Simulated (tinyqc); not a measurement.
# A discretised effective-mass wire between two leads, recursive Green functions: effects of single changes

Finite differences on a grid of step a give a chain with hopping -t, t = C/(m a^2), C = hbar^2/(2 m0), and site energies 2 t + U_i for the N = 8 sites of the device; the semi-infinite leads have site energy 2 t. Each slice is one site, and V = -t couples neighbouring slices.

Parameters, values chosen for the exercise: effective mass m = 0.041 m0; grid step a = 1.7 nm; potential on the sites 1 to N U = [0.24, 0.24, 0, 0, 0, 0, 0.24, 0.24] eV; energy above the band bottom of the leads E = 0.197 eV.

Constants: q = 1.602176634e-19 C, hbar = 1.054571817e-34 J s, m0 = 9.1093837015e-31 kg, hbar^2/(2 m0) = 0.0380998212 eV nm^2. Results are converted to the units shown.

Each table varies one quantity; the others keep the values above.

## The device repeated

Sigma = t^2 g(E - 2 t), g(x) = (x - i sqrt(4 t^2 - x^2))/(2 t^2) for |x| < 2 t and (x - sign(x) sqrt(x^2 - 4 t^2))/(2 t^2) otherwise; Gamma = i (Sigma - Sigma^dagger); both leads give the same. Forward pass: g_1 = (E - H_1 - Sigma)^(-1), g_i = (E - H_i - V g_(i-1) V^dagger)^(-1), with Sigma also subtracted on the last slice; G_(i,1) = g_i V G_(i-1,1), starting from g_1. H_i is the block of slice i, its site energy. T(E) = Tr[Gamma G_(N,1) Gamma G_(N,1)^dagger]. The list U is repeated k times, so the device has k N slices.

Results:

| k | T(E) | ln T(E) |
|---|---|---|
| 1 | 0.1217 | -2.106 |
| 2 | 0.007766 | -4.858 |
| 3 | 4.962e-4 | -7.608 |
| 4 | 3.172e-5 | -10.36 |
| 5 | 2.028e-6 | -13.11 |
| 6 | 1.296e-7 | -15.86 |
| 10 | 2.164e-12 | -26.86 |
| 12 | 8.841e-15 | -32.36 |

Estimate the missing row, k = 8.

Computed row:

| k | T(E) | ln T(E) |
|---|---|---|
| 8 | 5.295e-10 | -21.36 |

With this row back in the table: T(E) falls from 0.122 to 8.84e-15; over the last rows ln T(E) drops by a steady 2.75 a repeat: the energy lies in a gap of the periodic structure that the repeats form, with a decay length of 5.82 slices for the amplitude. In every row E exceeds 0.6 t, where the lattice band lies more than 5 % below the parabola at the same k, so the grid is coarse for a continuum model.

## Transmission against energy

Same model as above.

Results:

| E (eV) | open modes | T(E) | T(E) per open mode |
|---|---|---|---|
| 0.007 | 1 | 1.537e-4 | 1.537e-4 |
| 0.047 | 1 | 0.01642 | 0.01642 |
| 0.086 | 1 | 0.1246 | 0.1246 |
| 0.125 | 1 | 0.04358 | 0.04358 |
| 0.204 | 1 | 0.1484 | 0.1484 |
| 0.244 | 1 | 0.5931 | 0.5931 |
| 0.283 | 1 | 0.8900 | 0.8900 |
| 0.322 | 1 | 0.4561 | 0.4561 |
| 0.362 | 1 | 0.3312 | 0.3312 |
| 0.401 | 1 | 0.3357 | 0.3357 |
| 0.441 | 1 | 0.4271 | 0.4271 |
| 0.48 | 1 | 0.6133 | 0.6133 |

Estimate the missing row, E = 0.165 eV.

Computed row:

| E (eV) | open modes | T(E) | T(E) per open mode |
|---|---|---|---|
| 0.165 | 1 | 0.06063 | 0.06063 |

With this row back in the table: T(E) lies between 1.54e-4 (E = 0.007 eV) and 0.890 (E = 0.283 eV) in these rows. The leads offer 1 open mode(s), of which the mean share 0.31 is transmitted. In 8 of the 13 rows E exceeds 0.6 t, where the lattice band lies more than 5 % below the parabola at the same k, so the grid is coarse for a continuum model.

Program tinyqc, `OMP_NUM_THREADS=1 python tinyqc.py 2660133 2660134 out.jsonl`; Intel Xeon 2.30GHz, shared host, one thread, about 0.03 s.
